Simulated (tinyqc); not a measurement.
From one set of inputs to another, one input at a time: bias-temperature instability from a Gaussian distribution of capture and emission barriers. Computed by tinyqc, a small Python program. Command: `OMP_NUM_THREADS=1 python tinyqc.py 3023712 3023713 out.jsonl bti ladder`. One thread of a shared host (Intel(R) Xeon(R) Processor @ 2.30GHz), about 0.02 s of CPU time with the checks.

Each trap has a capture time tau_0 exp(E_c/(k_B T)) under stress and an emission time tau_0 exp(E_e/(k_B T)) after it. E_c is Gaussian, and E_e = E_c + d with d Gaussian and independent. A trap counts as filled once t_s exceeds its capture time and as emptied once t_r exceeds its emission time.

The inputs printed are set A. Inputs not listed in the table keep their values of set A, so the rows need not describe a real material.

Inputs (values chosen for the exercise, for a model p-channel transistor):
```
quantity                                       value        unit
shift with all traps filled V_max                200          mV
mean capture barrier at zero field mu_c         1.89          eV
spread of capture barriers sigma_c              0.36          eV
lowering of mu_c per field k_F                 0.057  eV/(MV/cm)
oxide field F                                    7.5       MV/cm
mean of E_e - E_c at the stress field, delta   0.055          eV
spread of E_e - E_c, sigma_d                    0.27          eV
time constant tau_0                            1e-09           s
temperature T                                    105           C
stress time t_s                                   10           s
recovery time t_r                             0.0009           s
```

Constants: k_B = 8.617333262e-05 eV/K.

Method:
- Demarcation energies E_s = k_B T ln(t_s/tau_0), E_r = k_B T ln(t_r/tau_0); mean barrier mu = mu_c - k_F F; z = (E_s - mu)/sigma_c; Phi is the standard normal distribution.
- Temperatures in kelvin are T(C) + 273.15.
- Shift without recovery dV0 = V_max Phi(z); local time exponent n = d ln dV0/d ln t_s = (k_B T/sigma_c) exp(-z^2/2)/(sqrt(2 pi) Phi(z)); apparent activation energy n E_s.
- Remaining shift dV = V_max int_(-infinity)^(E_s) g(E_c) [1 - Phi((E_r - E_c - delta)/sigma_d)] dE_c, g the Gaussian density of E_c (Gauss-Legendre, 120 points over 7 sigma_c below E_s).

Each row keeps all changes above it:
```
input moved                                     from     to  shift without recovery dV0 (mV)  time exponent n  remaining shift dV (mV)
set A                                              -      -                             4.79           0.2131                     3.73
stress time t_s (s)                               10   8000                            16.97           0.1658                    15.42
spread of E_e - E_c, sigma_d (eV)               0.27   0.35                            16.97           0.1658                    14.62
temperature T (C)                                105     85                            12.97           0.1673                    11.04
mean capture barrier at zero field mu_c (eV)    1.89   1.58                            51.29           0.1077                    41.24
recovery time t_r (s)                         0.0009  0.003                            51.29           0.1077                    39.88
oxide field F (MV/cm)                            7.5    6.4                            40.74           0.1191                    32.19
spread of capture barriers sigma_c (eV)         0.36   0.23                            19.47           0.2372                    16.88
```

Shift without recovery dV0 goes from 4.79 to 19.5, a factor 4.07 in all. The largest single move comes from mean capture barrier at zero field mu_c (a factor 3.96), and spread of capture barriers sigma_c works against it (a factor 0.478). Time exponent n goes from 0.213 to 0.237, a factor 1.11 in all. The largest single move comes from spread of capture barriers sigma_c (a factor 1.99), and mean capture barrier at zero field mu_c works against it (a factor 0.643). Remaining shift dV goes from 3.73 to 16.9, a factor 4.53 in all. The largest single move comes from stress time t_s (a factor 4.14), and spread of capture barriers sigma_c works against it (a factor 0.524). The single moves hold for this order of the switches; the total does not depend on the order.

Extremes, crossings and ranges named in words are read from the listed rows.
